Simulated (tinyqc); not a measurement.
Junction parameters from two forward currents.

Question. D(v) = J1 (exp(v/Vt) - 1) + J2 (exp(v/(2 Vt)) - 1). Find J1, J2 and the voltage 2 Vt ln(J2/J1) near which both parts are equal.

Values chosen for this exercise: temperature T = 300 K.

Constants: q = 1.602176634e-19 C, kB = 1.380649e-23 J/K, Vt = kB T/q. Results are converted to the units shown.

junction voltages (V): 0.26  0.64
currents (uA/um): 2.4317630e-6  0.013958649

Solution. The current is linear in J1 and J2, so two points give two equations.

J1 = 1.800e-13 uA/um
J2 = 1.600e-8 uA/um
crossover = 0.5892 V

tinyqc, about 0.2 s, one thread, Intel Xeon 2.30GHz (shared host): `OMP_NUM_THREADS=1 python tinyqc.py 2182203 2182204 out.jsonl`
